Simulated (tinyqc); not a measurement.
Raising U: Hubbard chain of 3 sites, mean field against exact. Computed by the program tinyqc. Command: `OMP_NUM_THREADS=1 python tinyqc.py 110370 110371 out.jsonl`; one thread of a shared host (Intel(R) Xeon(R) Processor @ 2.60GHz), about 3 s.

one-body matrix (hopping and site energies) (eV):
```
,1,2,3
1,0.0000,-1.7800,0.0000
2,-1.7800,0.0000,-1.7800
3,0.0000,-1.7800,0.0000
```

electrons, up and down: 2  1

Collinear unrestricted mean field (the lowest of 40 random starts) against exact diagonalisation.

Exact and mean-field results (eV):
```
U,U/t,E exact,E mean field,mean |n_up - n_down|,"double occupancy, exact",first gap in the sector
0.8900,0.5000,-4.504728,-4.484014,0.3672,0.1884,2.3934
1.7800,1.0000,-4.029106,-3.948733,0.4127,0.1678,2.2491
3.5600,2.0000,-3.239759,-2.966667,0.5556,0.1286,1.9367
5.3400,3.0000,-2.643922,-2.212205,0.7289,0.0960,1.6444
7.1200,4.0000,-2.200201,-1.717188,0.8375,0.0715,1.4001
10.6800,6.0000,-1.613985,-1.169248,0.9262,0.0416,1.0504
14.2400,8.0000,-1.259727,-0.882826,0.9584,0.0263,0.8278
21.3600,12.0000,-0.866420,-0.591244,0.9815,0.0128,0.5738
35.6000,20.0000,-0.528752,-0.355553,0.9933,0.0049,0.3516
```

In absolute terms mean field is worst at U/t = 4.0, 0.483 eV too high: at small U it is nearly exact, and at large U it misses only exchange-scale energies. Relative to the exact energy its error is 0.5 % at the smallest U, 33 % at most and 33 % at the largest. The double occupancy falls from 0.188 to 0.005; at the largest U the first gap is 0.99 times the exchange scale 4t^2/U.
